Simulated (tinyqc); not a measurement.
LDA (VWN5) atom on a uniform radial grid, spin-unpolarised, for He, step by step. Computed by tinyqc, a small Python program that keeps every step. Settings: Z = 2, points = 256, R = 7.1, functional = lda,vwn, mixing = 0.4, iteration cap = 63. Command: `OMP_NUM_THREADS=1 python tinyqc.py 23487 23488 out.jsonl` (the two numbers bound the seeds that draw the settings). One thread of a shared host (Intel(R) Xeon(R) Processor @ 2.60GHz), about 0.4 s of CPU time with the checks. Later iterations appear only in the table of the cycle.

## Iteration 1

Spherical atom on a uniform radial grid r_j = j h with h = R/(N + 1), h sum u^2 = 1 and integrals as h times sums, u(0) = u(R) = 0 (atomic units):
```
parameter           value
Z                       2
points N              256
R                7.100000
h                0.027626
mixing           0.400000
electrons in 1s         2
```

Three-point differences turn -u''/2 + [l(l+1)/2r^2 - Z/r + V] u = e u into a tridiagonal matrix (diagonal 1/h^2 + potential, off-diagonal -1/2h^2). D = sum f u^2; the Hartree potential y/r solves y'' = -D/r with y(0) = 0, y(R) = N_e; v_xc comes from rho = D/(4 pi r^2); E = sum f e - int D V + int D (V_H/2 + eps_xc); V(new) = V + mixing (V_H + v_xc - V).

eigenvalues (hartree): 1s -1.998476

Every 16th grid point:
```
r             V in     u(1s)         D       V_H       v_xc
0.442023  0.000000  1.032637  2.132679  3.069581  -1.018293
0.884047  0.000000  0.853564  1.457144  2.079789  -0.585271
1.326070  0.000000  0.529159  0.560018  1.480795  -0.339663
1.768093  0.000000  0.291597  0.170058  1.126799  -0.198866
2.210117  0.000000  0.150644  0.045387  0.904217  -0.117142
2.652140  0.000000  0.074712  0.011164  0.753990  -0.069137
3.094163  0.000000  0.036024  0.002596  0.646359  -0.040699
3.536187  0.000000  0.017016  0.000579  0.565578  -0.023811
3.978210  0.000000  0.007911  0.000125  0.502738  -0.013817
4.420233  0.000000  0.003633  0.000026  0.452465  -0.007949
4.862257  0.000000  0.001651  0.000005  0.411332  -0.004537
5.304280  0.000000  0.000744  1.11e-06  0.377054  -0.002571
5.746304  0.000000  0.000331  2.19e-07  0.348050  -0.001445
6.188327  0.000000  0.000143  4.10e-08  0.323189  -0.000796
6.630350  0.000000  0.000054  5.86e-09  0.301643  -0.000402
7.072374  0.000000  2.82e-06  1.59e-11  0.282790  -0.000055
```

total energy = -2.69161044 hartree

## Iteration 2

As before.

eigenvalues (hartree): 1s -1.324523

Every 16th grid point:
```
r             V in     u(1s)         D       V_H       v_xc
0.442023  0.820515  0.971331  1.886966  2.894869  -0.979671
0.884047  0.597807  0.856272  1.466403  2.019487  -0.586424
1.326070  0.456453  0.581008  0.675140  1.463455  -0.359628
1.768093  0.371173  0.355534  0.252809  1.122245  -0.224098
2.210117  0.314830  0.205823  0.084726  0.903081  -0.141156
2.652140  0.273941  0.115133  0.026511  0.753715  -0.089497
3.094163  0.242264  0.062932  0.007921  0.646293  -0.056899
3.536187  0.216707  0.033836  0.002290  0.565562  -0.036155
3.978210  0.195569  0.017970  0.000646  0.502735  -0.022908
4.420233  0.177806  0.009452  0.000179  0.452464  -0.014453
4.862257  0.162718  0.004931  0.000049  0.411331  -0.009073
5.304280  0.149793  0.002550  0.000013  0.377054  -0.005661
5.746304  0.138642  0.001300  3.38e-06  0.348050  -0.003498
6.188327  0.128957  0.000637  8.11e-07  0.323189  -0.002105
6.630350  0.120497  0.000264  1.40e-07  0.301643  -0.001137
7.072374  0.113094  0.000014  4.10e-10  0.282790  -0.000160
```

total energy = -2.78845513 hartree

## Iteration 3

As before.

eigenvalues (hartree): 1s -0.969526

Every 16th grid point:
```
r             V in     u(1s)         D       V_H       v_xc
0.442023  1.258388  0.932622  1.739569  2.782649  -0.954846
0.884047  0.931909  0.850283  1.445961  1.975267  -0.583872
1.326070  0.715402  0.606542  0.735787  1.448509  -0.369217
1.768093  0.581963  0.394119  0.310660  1.117565  -0.238484
2.210117  0.493668  0.243827  0.118903  0.901678  -0.156223
2.652140  0.430052  0.146412  0.042873  0.753306  -0.103294
3.094163  0.381116  0.086203  0.014862  0.646176  -0.068681
3.536187  0.341787  0.050063  0.005013  0.565529  -0.045783
3.978210  0.309272  0.028783  0.001657  0.502725  -0.030525
4.420233  0.281888  0.016419  0.000539  0.452461  -0.020320
4.862257  0.258534  0.009299  0.000173  0.411331  -0.013486
5.304280  0.238433  0.005220  0.000055  0.377054  -0.008904
5.746304  0.221006  0.002880  0.000017  0.348050  -0.005812
6.188327  0.205808  0.001511  4.57e-06  0.323189  -0.003674
6.630350  0.192501  0.000660  8.71e-07  0.301643  -0.002060
7.072374  0.180909  0.000036  2.66e-09  0.282790  -0.000297
```

total energy = -2.82036643 hartree

## Convergence

Stop when input and output potentials agree to 1e-7.

Course of the cycle (hartree):
```
iteration            E      e(1s)  largest |V(out) - V(in)|
1          -2.69161044  -1.998476                  2.35e+00
2          -2.78845513  -1.324523                  1.20e+00
3          -2.82036643  -0.969526                  5.97e-01
4          -2.82931489  -0.783200                  2.95e-01
5          -2.83153746  -0.685140                  1.50e-01
6          -2.83205512  -0.633042                  7.92e-02
7          -2.83217521  -0.604966                  4.34e-02
8          -2.83220447  -0.589587                  2.44e-02
9          -2.83221225  -0.581030                  1.39e-02
10         -2.83221452  -0.576202                  8.03e-03
11         -2.83221524  -0.573445                  4.68e-03
...                ...        ...                       ...
22         -2.83221561  -0.569644                  1.45e-05
23         -2.83221561  -0.569640                  8.58e-06
24         -2.83221561  -0.569637                  5.09e-06
25         -2.83221561  -0.569636                  3.02e-06
26         -2.83221561  -0.569635                  1.79e-06
27         -2.83221561  -0.569634                  1.06e-06
28         -2.83221561  -0.569634                  6.31e-07
29         -2.83221561  -0.569633                  3.74e-07
30         -2.83221561  -0.569633                  2.22e-07
31         -2.83221561  -0.569633                  1.32e-07
32         -2.83221561  -0.569633                  7.82e-08
```

Converged in 32 iterations. A uniform grid resolves the cusp poorly: for a bare nucleus this grid gives 1s at -1.99848 against -Z^2/2 = -2 hartree. Before convergence this energy mixes input and output and is not variational, so it may rise towards its limit.
